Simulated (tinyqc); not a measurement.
Worked calculation: empirical pseudopotential in a few plane waves. Computed by tinyqc, a small Python program that keeps every step. Settings: plane-wave index or count = 15. Command: `OMP_NUM_THREADS=1 python tinyqc.py 26804 26805 out.jsonl` (the two numbers bound the seeds that draw the settings). One thread of a shared host (Intel(R) Xeon(R) Processor @ 2.60GHz), about 0.2 s of CPU time with the checks.

## Bloch Hamiltonian at k

Parameters chosen for this model: fcc lattice, atoms at +/- a/8 (1,1,1); form factors in rydberg at |G|^2 in units of (2 pi/a)^2:
```
parameter                 value      unit
a                      5.790000  angstrom
VS(3)                 -0.221000        Ry
VS(8)                  0.054000        Ry
VS(11)                 0.038000        Ry
VA(3)                         0        Ry
VA(4)                         0        Ry
VA(11)                        0        Ry
hbar^2/2m (2 pi/a)^2   4.486685        eV
```

k point k (2 pi / a): [0.11000, -0.57000, -0.02000]

Basis: the 15 shortest G (labels in 2 pi/a), the same at every k. H(G,G') = c |k + G|^2 delta + VS(|G-G'|^2) cos((G-G').tau) + i VA sin((G-G').tau), tau = a/8 (1,1,1); 1 Ry = 13.605693 eV.

H(k) at k (eV), order +0+0+0, -1-1-1, -1-1+1, -1+1-1, -1+1+1, +1-1-1, +1-1+1, +1+1-1, +1+1+1, -2+0+0, +0-2+0, +0+0-2, +0+0+2, +0+2+0, +2+0+0:
```
[[1.51381, 2.12617, -2.12617, -2.12617, -2.12617, -2.12617, -2.12617, -2.12617, 2.12617, 0.00000, 0.00000, 0.00000, 0.00000, 0.00000, 0.00000],
 [2.12617, 19.28108, 0.00000, 0.00000, -0.73471, 0.00000, -0.73471, -0.73471, 0.00000, -2.12617, -2.12617, -2.12617, -0.36559, -0.36559, -0.36559],
 [-2.12617, 0.00000, 18.92214, 0.73471, 0.00000, 0.73471, 0.00000, 0.00000, -0.73471, -2.12617, -2.12617, 0.36559, 2.12617, -0.36559, -0.36559],
 [-2.12617, 0.00000, 0.73471, 9.05144, 0.00000, 0.73471, 0.00000, 0.00000, -0.73471, -2.12617, 0.36559, -2.12617, -0.36559, 2.12617, -0.36559],
 [-2.12617, -0.73471, 0.00000, 0.00000, 8.69250, 0.00000, 0.73471, 0.73471, 0.00000, 2.12617, -0.36559, -0.36559, -2.12617, -2.12617, 0.36559],
 [-2.12617, 0.00000, 0.73471, 0.73471, 0.00000, 21.25522, 0.00000, 0.00000, -0.73471, 0.36559, -2.12617, -2.12617, -0.36559, -0.36559, 2.12617],
 [-2.12617, -0.73471, 0.00000, 0.00000, 0.73471, 0.00000, 20.89628, 0.73471, 0.00000, -0.36559, 2.12617, -0.36559, -2.12617, 0.36559, -2.12617],
 [-2.12617, -0.73471, 0.00000, 0.00000, 0.73471, 0.00000, 0.73471, 11.02558, 0.00000, -0.36559, -0.36559, 2.12617, 0.36559, -2.12617, -2.12617],
 [2.12617, 0.00000, -0.73471, -0.73471, 0.00000, -0.73471, 0.00000, 0.00000, 10.66664, -0.36559, -0.36559, -0.36559, -2.12617, -2.12617, -2.12617],
 [0.00000, -2.12617, -2.12617, -2.12617, 2.12617, 0.36559, -0.36559, -0.36559, -0.36559, 17.48640, 0.73471, 0.73471, -0.73471, -0.73471, 0.00000],
 [0.00000, -2.12617, -2.12617, 0.36559, -0.36559, -2.12617, 2.12617, -0.36559, -0.36559, 0.73471, 29.69019, 0.73471, -0.73471, 0.00000, -0.73471],
 [0.00000, -2.12617, 0.36559, -2.12617, -0.36559, -2.12617, -0.36559, 2.12617, -0.36559, 0.73471, 0.73471, 19.81948, 0.00000, -0.73471, -0.73471],
 [0.00000, -0.36559, 2.12617, -0.36559, -2.12617, -0.36559, -2.12617, 0.36559, -2.12617, -0.73471, -0.73471, 0.00000, 19.10161, 0.73471, 0.73471],
 [0.00000, -0.36559, -0.36559, 2.12617, -2.12617, -0.36559, 0.36559, -2.12617, -2.12617, -0.73471, 0.00000, -0.73471, 0.73471, 9.23090, 0.73471],
 [0.00000, -0.36559, -0.36559, -0.36559, 0.36559, 2.12617, -2.12617, -2.12617, -2.12617, 0.00000, -0.73471, -0.73471, 0.73471, 0.73471, 21.43469]]
```

## Levels at k

Diagonalise the Hermitian matrix.

eigenvalues (eV): [-0.73774, 5.19836, 7.73093, 7.93020, 11.64943, 12.64874, 15.70925, 16.46426, 17.71671, 18.54182, 22.04253, 22.62935, 23.64866, 24.74580, 32.14967]

## Bands along a path

The same steps at evenly spaced points between the labelled ones.

Bands along the path (eV), lowest eight:
```
k           band 1   band 2   band 3   band 4    band 5    band 6    band 7    band 8
L          0.19123  3.04222  8.71958  8.71958  11.28320  13.48655  13.48655  18.21118
L-G 0.33  -0.80437  4.58128  8.84116  8.84116  11.39994  13.51082  13.51082  17.41757
L-G 0.67  -1.71873  7.28641  9.32524  9.32524  11.90108  13.31713  13.31713  14.67841
G         -2.04244  9.71011  9.71011  9.71011  11.64075  12.72535  12.72535  12.72535
G-X 0.33  -1.60806  7.35555  8.69866  8.69866  11.99955  13.46184  14.43304  14.43304
G-X 0.67  -0.32373  4.50913  7.64283  7.64283  11.25010  11.97360  17.49131  17.49131
X          1.74649  2.02242  7.37615  7.37615  10.94202  11.43079  20.96401  21.00764
```

With 4 band(s) filled, the highest filled level on these points lies at G and the lowest empty one at X: a gap of 1.2319 eV, indirect. This holds for the small fixed basis; with all plane waves up to |k + G|^2 = 21 (2 pi/a)^2 the gap along the path is 0.78 eV.

## Convergence with the number of plane waves

Levels at G counted from the fourth one.

Levels (eV):
```
plane waves    level 1  level 5  level 8
9            -14.76779        0  2.93883
15           -11.75255  1.93064  3.01524
27           -11.34033  2.38574  2.75705
51           -11.41516  2.43365  2.78680
59           -11.43307  2.43732  2.64985
65           -11.43718  2.43732  2.63043
89           -11.40959  2.41842  2.65006
```
